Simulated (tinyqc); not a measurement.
Inside a calculation. Method: UKS/LDA (VWN5) in the 6-31g basis, for H2-, spin multiplicity 2. The basis has no diffuse functions, so it cannot describe the extra electron: this is an exercise in the method, not the real anion. One step of it, computed by the program tinyqc.

Problem. Iteration 2: DIIS coefficients. Solve [B -1; -1 0][c; lambda] = [0; -1] for the coefficients, which sum to one.

B (overlaps of the stored error matrices):
```
                1               2
1   2.7934102e-01  -7.5803616e-02
2  -7.5803616e-02   2.0946172e-02
```

Give: DIIS coefficients.

Solution.

DIIS coefficients: 0.2141  0.7859
